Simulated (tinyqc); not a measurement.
From results back to parameters: thin (001) film in sp3s* tight binding with raised dangling bonds. Three cases, with inputs chosen for the exercise.

Problem. The gap of a passivated film (lowest level above mid-gap less highest below, mid-gap being half the lower bulk edge) belongs to a hidden number of planes between 6 and 45.

Planes alternate anion (a), cation (c) along [001], a/4 apart, starting with an anion; zero in-plane momentum; levels counted from the bulk Ev, the lower root of [[Epa, Vxx], [Vxx, Epc]]; no spin-orbit coupling. Block of s, pz, s*: from an anion to the cation above, Vss/2 (s,s), Vsapc/2 (s,z), -Vscpa/2 (z,s), Vxx/2 (z,z), Vxapc/2 (s*,z), -Vpaxc/2 (z,s*); to the cation below the same with the s-z and s*-z signs reversed. Block of u = (px + py)/sqrt2 and v = (px - py)/sqrt2: to the cation above (Vxx + Vxy)/2 for u and (Vxx - Vxy)/2 for v, to the cation below the reverse. Each surface atom has two dangling sp3 hybrids; raising both by dl adds (dl/2) [[1, t], [t, 1]] to its s, pz levels (t = -1 at the bottom face, +1 at the top) and dl to the one of u, v in whose plane the missing bonds lie (v for a bottom anion or a top cation, u for a top anion).

Find: N; thickness N a/4.

Case 1.

Values chosen (out of a larger set: near a published set for SiC, fitted to gaps, whose masses and valley positions are rough; not measured data): p = (-8.422, 2.119, -4.857, 4.331, 9.618, 9.326, -12.447, 3.033, 5.937, 9.496, 9.213, 8.727, 4.4) eV (order Esa, Epa, Esc, Epc, Exa, Exc, Vss, Vxx, Vxy, Vsapc, Vscpa, Vxapc, Vpaxc); dp = 30 eV (value of dl for the passivated films); a = 4.359 angstrom (lattice constant).

edges (eV): Gamma 5.9378, Delta 2.3139

gap of the film = 2.3682 eV

Solution.

N = 30
thickness N a/4 = 32.69 angstrom

Computing the films in turn gives 2.3736, 2.3682 and 2.3665 eV for N = 29, 30 and 31; no other N in the range comes within 1 meV.

Case 2.

Values chosen (out of a larger set: near a published set for Ge, fitted to gaps, whose masses and valley positions are rough; the L valleys, lowest in Ge, lie off zero in-plane momentum and are not seen; not measured data): p = (-5.885, 1.601, -5.885, 1.601, 6.407, 6.407, -6.793, 1.625, 4.861, 5.511, 5.511, 5.198, 5.198) eV (order Esa, Epa, Esc, Epc, Exa, Exc, Vss, Vxx, Vxy, Vsapc, Vscpa, Vxapc, Vpaxc); dp = 30 eV (value of dl for the passivated films); a = 5.653 angstrom (lattice constant).

edges (eV): Gamma 0.9320, Delta 0.8574

gap of the film = 1.3181 eV

Solution.

N = 10
thickness N a/4 = 14.13 angstrom

Computing the films in turn gives 1.4680, 1.3181 and 1.3056 eV for N = 9, 10 and 11; no other N in the range comes within 1 meV.

Case 3.

Values chosen (out of a larger set: near a published set for GaP, fitted to gaps, whose masses and valley positions are rough; not measured data): p = (-8.118, 1.133, -2.206, 4.11, 8.476, 7.224, -7.509, 2.136, 5.136, 4.246, 6.292, 4.685, 5.093) eV (order Esa, Epa, Esc, Epc, Exa, Exc, Vss, Vxx, Vxy, Vsapc, Vscpa, Vxapc, Vpaxc); dp = 30 eV (value of dl for the passivated films); a = 5.448 angstrom (lattice constant).

edges (eV): Gamma 2.8899, Delta 2.2743

gap of the film = 2.3770 eV

Solution.

N = 21
thickness N a/4 = 28.60 angstrom

Computing the films in turn gives 2.3812, 2.3770 and 2.3640 eV for N = 20, 21 and 22; no other N in the range comes within 1 meV.

Computed by tinyqc, one run a case: `OMP_NUM_THREADS=1 python tinyqc.py N N+1 out.jsonl` with N = 1452053, 1452119, 1452162; one thread of a shared Intel(R) Xeon(R) Processor @ 2.30GHz, about 0.5 s a run at most.
